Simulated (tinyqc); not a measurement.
Binding against mu: shallow acceptor in the spherical model (Baldereschi-Lipari), strong spin-orbit limit. Computed by tinyqc, a small Python program. Command: `OMP_NUM_THREADS=1 python tinyqc.py 3000892 3000893 out.jsonl acceptor walk`. One thread of a shared host (Intel(R) Xeon(R) Processor @ 2.30GHz), about 0.01 s of CPU time with the checks.

The 1S(3/2) state has an s envelope f(r) and a d envelope g(r). In effective units they obey -(f'' + 2f'/r + 2f/r) + mu (g'' + 5g'/r + 3g/r^2) = E f and -(g'' + 2g'/r - 6g/r^2 + 2g/r) + mu (f'' - f'/r) = E g. The cubic term, the split-off band and the central cell are left out.

Inputs (values chosen for the exercise, modelled on InAs): Luttinger gamma_1 = 19.7; Luttinger gamma_2 = 8.57; Luttinger gamma_3 = 9.27; dielectric constant eps = 14.3.

Constants: Ry = 13.605693123 eV; a_0 = 0.529177210903 angstrom.

Method:
- Ry* = Ry/(gamma_1 eps^2), a* = a_0 eps gamma_1, mu = (6 gamma_3 + 4 gamma_2)/(5 gamma_1), delta = (gamma_3 - gamma_2)/gamma_1; spherical masses 1/(gamma_1 (1 - mu)) (heavy) and 1/(gamma_1 (1 + mu)) (light).
- Basis: f_i = exp(-zeta_i r), g_i = r exp(-zeta_i r), weight r^2 dr, s = zeta_i + zeta_j. S_ff = 2/s^3, H_ff = zeta_i zeta_j S_ff - 2/s^2; S_gg = 24/s^5, H_gg = 8/s^3 + 24 zeta_i zeta_j/s^5 - 12/s^4; H(f_i, g_j) = mu (6 zeta_i^2/s^4 + 2 zeta_i/s^3); S_fg = 0. Each function is normalised by sqrt(S_ii).
- Large basis: zeta_i = 0.08 x 1.55^(i-1), i = 1..20 in each channel; overlap eigenvalues below 1e-11 are dropped.

mu = 0.912690

1S(3/2):
```
mu    binding (Ry*)  d weight  binding x (1 - mu)
0.10         1.0091   0.00424             0.90817
0.27         1.0706   0.03118             0.78153
0.50         1.2985   0.10979             0.64927
0.55         1.3881   0.13390             0.62465
0.80         2.5802   0.29828             0.51604
0.90         4.7683   0.38818             0.47683
0.91         5.2549   0.39812             0.47294
0.95         9.1447   0.44002             0.45723
```

What follows from these numbers?

The binding grows from 1.009 to 9.14 Ry*, slowly at first (second order in mu), while the d weight rises to 0.44. The last column, the binding in units of the heavy-hole Rydberg, falls to 0.457, towards about 0.44 as mu tends to 1.
